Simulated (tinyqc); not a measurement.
A chain with two barriers and dephasing by Buettiker voltage probes: two steps of the calculation.

Sites 1 to 3 form a chain with hopping -t. Lead L joins site 1 and lead R site 3, both semi-infinite chains with hopping -t and site energy 0. Every site carries a probe with self-energy -i Gamma_p/2 that draws no net current. Linear response at zero temperature: mu_L = 1, mu_R = 0 in units of the bias.

Constants: q = 1.602176634e-19 C, h = 6.62607015e-34 J s. Results are converted to the units shown.

Question 1. Probe potentials and effective transmission. No current into probe p: W mu = T_pL with W_pp = T_pL + T_pR + sum_q T_pq and W_pq = -T_pq. Then T_eff = T_RL + sum_p T_pR mu_p, and the resistance is (h/2q^2)/T_eff.

T_RL = 0.055451936

| probe | T_pL | T_pR |
|---|---|---|
| 1 | 0.017193487 | 0.002953212 |
| 2 | 0.023505461 | 0.044555959 |
| 3 | 0.002953212 | 0.038876583 |

T_pq (in units of 1e-3):

|  | 1 | 2 | 3 |
|---|---|---|---|
| 1 | 0.0000000 | 1.2518340 | 0.1572797 |
| 2 | 1.2518340 | 0.0000000 | 2.3729236 |
| 3 | 0.1572797 | 2.3729236 | 0.0000000 |

Wanted: W; mu_p; T_eff; resistance.

Answer 1.

W:

|  | 1 | 2 | 3 |
|---|---|---|---|
| 1 | 0.021556 | -0.001252 | -0.000157 |
| 2 | -0.001252 | 0.071686 | -0.002373 |
| 3 | -0.000157 | -0.002373 | 0.044360 |

mu_p, probe 1 to 3: [0.81831, 0.34509, 0.08794]
T_eff = 0.076663
resistance = 168.35 kohm

Question 2. Current at both leads. In units of (2 q^2/h) times the bias, T_RL + sum_p T_pL (1 - mu_p) leaves L and T_RL + sum_p T_pR mu_p enters R.

T_RL = 0.055451936

| probe | T_pL | T_pR | mu_p |
|---|---|---|---|
| 1 | 0.017193487 | 0.002953212 | 0.81830912 |
| 2 | 0.023505461 | 0.044555959 | 0.34509458 |
| 3 | 0.002953212 | 0.038876583 | 0.08793505 |

Give: current leaving L; current entering R.

Answer 2.

current leaving L = 0.07666
current entering R = 0.07666

The two are equal: the probes conserve the current.

Computed by the program tinyqc: `OMP_NUM_THREADS=1 python tinyqc.py 2700132 2700133 out.jsonl`, one thread of a shared Intel Xeon 2.30GHz, about 0.01 s for the whole run.
